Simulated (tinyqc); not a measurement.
# Keating valence-force model of a tetrahedral crystal, step by step

A worked calculation. Computed by tinyqc, a small Python program that keeps every step. Command: `OMP_NUM_THREADS=1 python tinyqc.py 3009692 3009693 out.jsonl keating walk`. One thread of a shared host (Intel(R) Xeon(R) Processor @ 2.30GHz), about 0.02 s of CPU time with the checks. Intermediate numbers are printed to about 5 digits and carried at full precision; extremes and crossings named in words are read from the listed rows.

Atom A sits at 0 and atom B at a/4 (1,1,1) of an fcc lattice; the four bonds from A are t = a/4 (1,1,1), a/4 (1,-1,-1), a/4 (-1,1,-1), a/4 (-1,-1,1), of length d = sqrt(3) a/4. Energy: E = (3 alpha/(8 d^2)) sum over bonds (r.r - d^2)^2 + (3 beta/(8 d^2)) sum over pairs of bonds at one atom (r_i.r_j + d^2/3)^2, with beta_A for the six pairs at A and beta_B for the six at B. The cell holds two atoms, Omega = a^3/4. 1 N/m = 1 J/m^2.

Inputs (values chosen for the exercise, for a model crystal): lattice constant a = 5.05 angstrom; mass M_A = 53.4 u; mass M_B = 106 u; bond stretching alpha = 67.1 N/m; bond bending beta_A = 12.9 N/m; bond bending beta_B = 11 N/m; Born charge Z* = 1.64 e; eps_inf = 14.1; mesh divisions n = 6; temperature T = 300 K.

Structure: zinc blende.

wave vector q (2 pi/a): [0.29, 0.11, 0.18]

Constants: 1 eV/angstrom^2 = 16.02176634 J/m^2; nu for 1 eV/(angstrom^2 u) = 15.6333042 THz; 1 THz = 33.35640952 1/cm; e^2/(4 pi eps_0) = 14.39964548 eV angstrom; u = 1.6605390666e-27 kg; h x 1 THz = 4.135667696 meV; k_B = 8.617333262e-05 eV/K.

## Dynamical matrix at q

With displacements u exp(i q.r), each bracket changes by g.u, where g = (g_A, g_B): bond t, g = (-2 t, 2 t exp(i q.t)); pair (i, j) at A, g = (-(t_i + t_j), t_i exp(i q.t_j) + t_j exp(i q.t_i)); pair at B, g = (-t_i exp(-i q.t_j) - t_j exp(-i q.t_i), t_i + t_j). Then D_mn = sum over the 4 bonds and 12 pairs of (4 k/a^2) conj(g_m) g_n / sqrt(M_m M_n), with k = alpha or beta converted to eV/angstrom^2. Only the short-range forces enter; the Coulomb field of the charges is left out.

D(q) (eV/(angstrom^2 u)), rows A x, A y, A z, B x, B y, B z:
$$\begin{pmatrix}
0.37858 & 0.00344+0.00226i & 0.00544+0.00101i & -0.22285+0.00554i & 0.01329-0.04517i & 0.02213-0.02713i \\
0.00344-0.00226i & 0.37146 & 0.00233-0.00098i & 0.01329-0.04517i & -0.22285+0.00554i & 0.00788-0.07616i \\
0.00544-0.00101i & 0.00233+0.00098i & 0.37299 & 0.02213-0.02713i & 0.00788-0.07616i & -0.22285+0.00554i \\
-0.22285-0.00554i & 0.01329+0.04517i & 0.02213+0.02713i & 0.19150 & 0.00203-0.00133i & 0.00322-0.00060i \\
0.01329+0.04517i & -0.22285-0.00554i & 0.00788+0.07616i & 0.00203+0.00133i & 0.18730 & 0.00138+0.00058i \\
0.02213+0.02713i & 0.00788+0.07616i & -0.22285-0.00554i & 0.00322+0.00060i & 0.00138-0.00058i & 0.18820
\end{pmatrix}$$

## Frequencies at q

Diagonalise the Hermitian matrix D. An eigenvalue lambda of D in eV/(angstrom^2 u) gives nu = 15.6333042 THz x sqrt(lambda). The weight on A is the sum of |e|^2 over the three components of atom A.

frequencies (THz): [1.784, 2.036, 3.644, 11.291, 11.491, 11.529]

weights on atom A: [0.32692, 0.32436, 0.29840, 0.70017, 0.67602, 0.67414]

The top mode has 67 % of its weight on A, the lighter atom.

## Elastic constants and internal strain

beta = (beta_A + beta_B)/2; C11 = (alpha + 3 beta)/a, C12 = (alpha - beta)/a, C44 = 4 alpha beta/(a (alpha + beta)); with the two sublattices clamped C44(0) = (alpha + beta)/a; internal-strain parameter zeta = (alpha - beta)/(alpha + beta); B = (C11 + 2 C12)/3.

C11 = 203.86 GPa

C12 = 109.21 GPa

C44 = 80.345 GPa

clamped C44(0) = 156.53 GPa

internal-strain parameter zeta = 0.69766

bulk modulus B = 140.76 GPa

Letting the sublattices shift lowers C44 by 49 %, which is zeta^2. A shear is shared between bond lengths and angles. The model fixes 2 C44 (C11 + C12)/((C11 - C12)(C11 + 3 C12)) = 1.000 whatever alpha and beta are.

## Optical mode at the zone centre

beta = (beta_A + beta_B)/2; mu = M_A M_B/(M_A + M_B); lambda = 4 (alpha + beta)/mu with the springs in eV/angstrom^2; nu = 15.6333042 THz x sqrt(lambda).

reduced mass mu = 35.511 u

nu_TO at G = 11.655 THz

the same as a wavenumber = 388.76 1/cm

## LO-TO splitting

The long-range field adds 4 pi Z*^2 (e^2/(4 pi eps_0))/(eps_inf Omega mu) to lambda for the longitudinal mode at q -> 0; lambda = (nu/15.6333042 THz)^2; eps_0 = eps_inf (nu_LO/nu_TO)^2 (Lyddane-Sachs-Teller; here eps_0 is the static dielectric constant).

nu_LO at G = 11.967 THz

static dielectric constant = 14.866

The splitting is 2.7 % of nu_TO, and the lattice adds 0.77 to the dielectric constant.

## Frequencies at the zone boundary

The formulas are those given above.

Frequencies (THz) at points given in 2 pi/a:
```
point                nu 1    nu 2    nu 3    nu 4    nu 5    nu 6
X (1, 0, 0)        4.2293  4.2293  7.2753  10.144  10.860  10.860
L (0.5, 0.5, 0.5)  3.0103  3.0103  6.9262  10.142  11.259  11.259
W (1, 0.5, 0)      4.5889  4.8114  6.7456   9.504  10.959  11.285
K (0.75, 0.75, 0)  3.9158  5.0561  6.8205   9.642  10.977  11.233
```

At X the two longitudinal modes are split (7.28 and 10.14 THz) because each moves one sublattice alone.

## Lowest frequency at X

Take the lowest frequency at X = (1, 0, 0) 2 pi/a, the transverse acoustic (TA) mode.

TA frequency at X = 4.2293 THz

## Transverse acoustic branch against its sound line

The sound line is nu = v q/(2 pi) with v = sqrt(C44/rho), rho = (M_A + M_B)/Omega; the clamped line uses C44(0).

Frequencies (THz) along G-X; columns: (1) q (2 pi/a); (2) lowest branch; (3) sound line, relaxed C44; (4) sound line, clamped C44(0); (5) third-lowest frequency; (6) highest frequency:
```
(1)      (2)     (3)     (4)     (5)     (6)
0.05  0.3093  0.3095  0.4320  0.4928  11.650
0.15  0.9229  0.9286  1.2961  1.4720  11.618
0.30  1.8112  1.8571  2.5922  2.9014  11.513
0.45  2.6271  2.7857  3.8883  4.2444  11.355
0.60  3.3267  3.7143  5.1845  5.4526  11.170
0.75  3.8586  4.6429  6.4806  6.4576  10.997
0.90  4.1682  5.5714  7.7767  7.1278  10.884
1.00  4.2293  6.1905  8.6408  7.2753  10.860
```

At small q the branch follows the relaxed line (0.999 of it, against 0.716 of the clamped one): in a long shear wave the sublattices shift against each other. At X it reaches 68 % of the relaxed line. Real tetrahedral semiconductors have flatter TA branches than a Keating model fitted to their elastic constants, which needs longer-ranged terms to mend.

## Thermal sums on a mesh

Mesh: q = sum_i (m_i + 1/2)/n b_i, m_i = 0..n-1, with b = [[-1, 1, 1], [1, -1, 1], [1, 1, -1]] in 2 pi/a; sums over the six modes are averaged over the n^3 points and halved, per atom. With x = h nu/(k_B T) and n = 1/(exp(x) - 1) for each mode: F = k_B T [x/2 + ln(1 - exp(-x))], U = k_B T x (n + 1/2), S/k_B = x n - ln(1 - exp(-x)), C/k_B = x^2 n (n + 1). The acoustic share counts the three lowest modes at each q; zero-point energy = sum h nu/2.

free energy F = 10.943 meV/atom

entropy S = 3.0080 k_B/atom

heat capacity C = 2.6045 k_B/atom

acoustic share of C = 0.55071

zero-point energy = 47.433 meV/atom

C is 87 % of the classical value; the optical modes are partly excited.

Checks made by the program: slopes of the acoustic branches along [110] against C11, C12 and the relaxed C44 (relative difference 1e-06); zone-centre optical mode against D(q = 0) (relative difference below 1e-10); longitudinal modes at X against the diagonal of D (relative difference below 1e-10).
